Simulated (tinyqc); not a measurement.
Etch lag against aspect ratio: ion-assisted plasma etching: sheath, surface coverage, synergy and aspect-ratio dependence. Computed by tinyqc, a small Python program. Command: `OMP_NUM_THREADS=1 python tinyqc.py 3000231 3000232 out.jsonl etch walk`. One thread of a shared host (Intel(R) Xeon(R) Processor @ 2.30GHz), about 0.05 s of CPU time with the checks.

Radicals adsorb on bare sites; ions remove covered sites with a high yield and bare sites by sputtering; a slow spontaneous reaction acts everywhere, walls included.

Inputs (values chosen for the exercise, close to those used for silicon dioxide in a fluorocarbon plasma):
```
quantity                                value       unit
plasma density n_e                      2e+10     1/cm^3
electron temperature T_e                  2.7         eV
ion mass M_i                               69          u
sheath voltage V                          620          V
radical density n                     2.7e+12     1/cm^3
radical mass M_n                           31          u
gas temperature T_g                       500          K
sticking coefficient s                    0.5          -
radicals per removed unit x                 4          -
yield slope b                            0.21  eV^(-1/2)
threshold E_th                            5.2         eV
sputter slope b_p                       0.011  eV^(-1/2)
sputter threshold E_p                      28         eV
spontaneous reaction probability k_c  2.4e-05          -
solid density N                       2.2e+22     1/cm^3
ion temperature T_i                       0.6         eV
```

Feature: long trench.

Constants: e = 1.602176634e-19 C; u = 1.6605390666e-27 kg; k_B = 1.380649e-23 J/K; eps_0 = 8.8541878128e-12 F/m.

Method:
- Bohm speed u_B = sqrt(e T_e/M_i); ion flux G_i = 0.61 n_e u_B; radical flux G_n = n c/4 with c = sqrt(8 k_B T_g/(pi M_n)).
- Debye length lambda_D = sqrt(eps_0 T_e/(e n_s)) with n_s = 0.61 n_e, T_e in volts; Child-law sheath d = (sqrt2/3) lambda_D (2 V/T_e)^(3/4); ion energy E = V + T_e/2; angular spread = arctan(sqrt(T_i/E)).
- Yields: Y = b (sqrt(E) - sqrt(E_th)) on covered sites, Y_p = b_p (sqrt(E) - sqrt(E_p)) on bare ones (zero below threshold).
- Steady coverage: s G_n (1 - theta) = x Y G_i theta; removal flux = Y G_i theta + Y_p G_i (1 - theta) + k_c G_n; rate = flux/N, 1 cm/s = 6e8 nm/min.
- Lateral rate = k_c G_n/N; anisotropy = 1 - lateral/vertical; synergy = vertical/(ions alone + radicals alone), with ions alone Y_p G_i/N and radicals alone the lateral rate.
- Transmission of a long trench, rough form: K = (1 + ln(1 + A))/(1 + A + ln(1 + A)), walls that scatter diffusely without loss. With a loss probability S = s (1 - theta) at the floor, G_b/G_n = K/(K + S - K S); theta follows G_b, and the two are solved together. Ions are taken to reach the floor unshadowed; G_b replaces G_n in every term of the rate; A is depth over width.

yield Y = 4.75577

sputter yield Y_p = 0.215989

ion flux G_i = 2.37054e+15 1/(cm^2 s)

radical flux G_n = 3.94453e+16 1/(cm^2 s)

vertical rate = 103.296 nm/min

coverage theta = 0.304279

Floor of the feature:
```
A            K  G_b/G_n    theta  rate (nm/min)  relative rate
0.5    0.73760  0.88638  0.27936         95.981        0.92918
1.0    0.62869  0.82152  0.26433         91.566        0.88644
2.0    0.51203  0.73497  0.24325         85.378        0.82654
5.0    0.35830  0.58364  0.20335         73.663        0.71312
10.0   0.25361  0.44838  0.16395         62.096        0.60114
20.0   0.16821  0.31516  0.12114         49.527        0.47947
50.0   0.08978  0.17518  0.07116         34.855        0.33743
100.0  0.05317  0.10512  0.04395         26.867        0.26010
```

K falls by a factor 13.9 over the rows and the rate by 3.57. Among these rows the rate stays within 10 % of the open-field value up to A = 0.5, with an open-field coverage below one half; sputtering, which needs no radicals, carries much of the rate in the last rows. Caution: a sheath of several millimetres is collisional at usual pressures, which lowers the ion energy and widens the angles. Caution: rows with A above about 1/(2 tan(ion spread)) or 1/sqrt(k_c), often 10 to 30, are formal: ion shadowing, radical loss on the walls, redeposition of sputtered material and, in fluorocarbon plasmas, polymer growth are left out and add to the lag.
